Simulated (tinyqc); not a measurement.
Nuclear against electronic stopping over energy: ion implantation: universal nuclear stopping, Lindhard-Scharff electronic stopping and a Gaussian range profile. Computed by tinyqc, a small Python program. Command: `OMP_NUM_THREADS=1 python tinyqc.py 3006306 3006307 out.jsonl implant walk`. One thread of a shared host (Intel(R) Xeon(R) Processor @ 2.30GHz), about 0.05 s of CPU time with the checks.

An ion slows by elastic collisions with screened nuclei and by friction with electrons; channelling is ignored and the target is uniform.

Inputs (values chosen for the exercise, modelled on carbon ions in silicon): ion atomic number Z1 = 6; ion mass M1 = 12 u; target atomic number Z2 = 14; target mass M2 = 28.09 u; target density N = 49.94 1/nm^3; scale factor of electronic stopping k = 1.1.

Method:
- Reduced energy eps = 32.53 M2 E/(Z1 Z2 (M1 + M2)(Z1^0.23 + Z2^0.23)), E in keV; s_n = ln(1 + 1.1383 eps)/(2 (eps + 0.01321 eps^0.21226 + 0.19593 eps^0.5)) for eps up to 30 and ln(eps)/(2 eps) above; S_n = 8.462 Z1 Z2 M1 s_n/((M1 + M2)(Z1^0.23 + Z2^0.23)) in 1e-15 eV cm^2.
- S_e = k 3.83 Z1^(7/6) Z2/(Z1^(2/3) + Z2^(2/3))^(3/2) sqrt(E/M1) in 1e-15 eV cm^2, E in keV.
- Path length R = int_0^E dE'/(N (S_n + S_e)); energy lost to nuclei nu = int_0^E S_n/(S_n + S_e) dE' (both with E' = E y^3 and 64 Gauss-Legendre points in y).

Stopping (1e-15 eV cm^2) and range:
```
E (keV)         eps     S_n     S_e  R (nm)     nu/E
1        8.1122e-02  19.416    5.01    13.1  0.82629
2        1.6224e-01  21.548    7.08    20.6  0.79950
5        4.0561e-01  22.304   11.20    39.7  0.74349
10       8.1122e-01  20.796   15.84    68.1  0.67858
20       1.6224e+00  17.637   22.40   120.2  0.58873
50       4.0561e+00  12.283   35.41   257.2  0.43604
100      8.1122e+00   8.511   50.08   445.7  0.31397
200      1.6224e+01   5.542   70.82   742.7  0.20775
500      4.0561e+01   2.903  111.98  1371.3  0.10821
```

What follows from these numbers?

Nuclear stopping peaks near 5 keV among these rows (eps = 0.41; the universal curve peaks near 0.3). Electronic stopping overtakes it between 10 and 20 keV. The path length grows as E^0.65 at the low end and E^0.67 at the high end; constant stopping would give E^1, and stopping that rises with E, be it nuclear (below its peak) or electronic, gives a lower exponent.

Extremes, crossings and ranges named in words are read from the listed rows.
